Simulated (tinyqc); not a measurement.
# Ferroelectric with a first-order transition, Landau-Devonshire energy: effects of single changes

One domain with free energy u = al P^2 + be P^4 + ga P^6 - E P, al = a0 (T - T0), be < 0 < ga (P in uC/cm^2, E in kV/cm, u in mJ/cm^3). Equilibrium: E = 2 al P + 4 be P^3 + 6 ga P^5; a state is stable against small changes where dE/dP > 0. The coercive field is that of uniform switching, which real films, switching by domains, do not reach.

Inputs (values chosen for the exercise): slope of the quadratic coefficient a0 = 0.046 kV cm/(uC K); Curie-Weiss temperature T0 = 700 K; quartic coefficient be = -0.0073 kV cm^5/uC^3; sixth-order coefficient ga = 7.5e-6 kV cm^9/uC^5; temperature T = 680 K.

Constants: eps0 = 8.8541878128e-14 F/cm where lengths are in cm. Results are converted to the units shown.

Each table varies one quantity; the others keep the values above.

## The upper branch of the loop

Ps^2 = [-be + sqrt(be^2 - 3 al ga)]/(3 ga); Pc^2 = [-3 be + sqrt(9 be^2 - 15 al ga)]/(15 ga), Ec = -E(Pc); susceptibility chi = 1/(eps0 dE/dP). P is the largest root of E(P) = Ea.

The upper branch of the loop:
```
Ea (kV/cm)  P (uC/cm^2)  u (mJ/cm^3)     chi
-120             21.938       1335.0  1391.3
-110             22.857       1110.6  817.86
-89              24.022       617.38  501.14
-51              25.357      -322.65  324.05
0                26.585      -1648.9  232.23
63               27.711      -3360.8  177.65
130              28.660      -5250.3  144.78
250              30.001      -8773.5  111.17
510              32.108       -16864  76.838
```

Read the table: what changes, and by how much?

P rises from 21.9 to 32.1 uC/cm^2, and chi falls from 1390 to 76.8. The branch ends at -Ec = -127 kV/cm, P = 20.2 uC/cm^2, where dE/dP vanishes and chi diverges; there P still has 76 % of Ps.

## Depolarisation in a thin film

Imperfect screening, an effective length ls = 0.02 nm at each electrode, adds the energy ls P^2/(eps0 t), so al becomes al + ls/(eps0 t) and T0 falls by ls/(eps0 a0 t) (short-circuited film, background permittivity neglected). TC = T0 + be^2/(4 a0 ga), where u(Ps) = u(0); T1 = T0 + be^2/(3 a0 ga), where the polar minimum disappears.

Depolarisation in a thin film:
```
t (nm)  fall of T0 (K)  Ps (uC/cm^2)  depolarising field 2 ls Ps/(eps0 t) (kV/cm)  u(Ps) (mJ/cm^3)
72               68.20         20.16                                        126.5            198.8
110              44.64         23.64                                        97.08           -337.4
180              27.28         25.00                                        62.75           -811.2
280              17.54         25.62                                        41.34            -1099
450              10.91         26.01                                        26.11            -1302
700              7.015         26.22                                        16.92            -1424
1100             4.464         26.36                                        10.82            -1505
1700             2.889         26.44                                        7.026            -1555
2700             1.819         26.49                                        4.433            -1590
```

Read the table: what changes, and by how much?

As the film thickens from 72 to 2700 nm, Ps rises from 20.2 to 26.5 uC/cm^2 (bulk 26.6) and the depolarising field falls from 126 to 4.43 kV/cm. The polar state is the lowest for t > 83.8 nm and exists at all for t > 68.7 nm.

Program tinyqc, `OMP_NUM_THREADS=1 python tinyqc.py 2860032 2860033 out.jsonl`; Intel Xeon 2.30GHz, shared host, one thread, about 0.01 s.
